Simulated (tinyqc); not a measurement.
Shallow acceptor in the spherical model (Baldereschi-Lipari), strong spin-orbit limit: one step, computed by the program tinyqc. Command: `OMP_NUM_THREADS=1 python tinyqc.py 3001552 3001553 out.jsonl acceptor walk`. One thread of a shared host (Intel(R) Xeon(R) Processor @ 2.30GHz), about 0.01 s of CPU time with the checks.

The 1S(3/2) state has an s envelope f(r) and a d envelope g(r). In effective units they obey -(f'' + 2f'/r + 2f/r) + mu (g'' + 5g'/r + 3g/r^2) = E f and -(g'' + 2g'/r - 6g/r^2 + 2g/r) + mu (f'' - f'/r) = E g. The cubic term, the split-off band and the central cell are left out.

Question. Matrices in a small basis. zeta_i = zeta_1 beta^(i-1), i = 1..n, in both channels. Basis: f_i = exp(-zeta_i r), g_i = r exp(-zeta_i r), weight r^2 dr, s = zeta_i + zeta_j. S_ff = 2/s^3, H_ff = zeta_i zeta_j S_ff - 2/s^2; S_gg = 24/s^5, H_gg = 8/s^3 + 24 zeta_i zeta_j/s^5 - 12/s^4; H(f_i, g_j) = mu (6 zeta_i^2/s^4 + 2 zeta_i/s^3); S_fg = 0. Each function is normalised by sqrt(S_ii).

Inputs (values chosen for the exercise, modelled on InAs): functions per channel n = 3; smallest exponent zeta_1 = 1.1 1/a*; ratio beta of exponents = 1.9.

mu = 0.9137056

Give: H; S.

Answer.

H (Ry*), lower triangle (symmetric):
```
         f1      f2        f3     g1     g2     g3
f1    -0.99
f2  -0.7654  0.1881
f3  -0.3937   1.923  7.826841
g1    1.596   3.090     4.322  1.723
g2    2.120   5.761     11.15  3.180  8.102
g3    2.130   7.652     20.80  3.959  13.60  32.82
```

S, lower triangle (symmetric):
```
       f1     f2     f3     g1     g2     g3
f1  1.000
f2  0.859  1.000
f3  0.560  0.859  1.000
g1  0.000  0.000  0.000  1.000
g2  0.000  0.000  0.000  0.776  1.000
g3  0.000  0.000  0.000  0.381  0.776  1.000
```
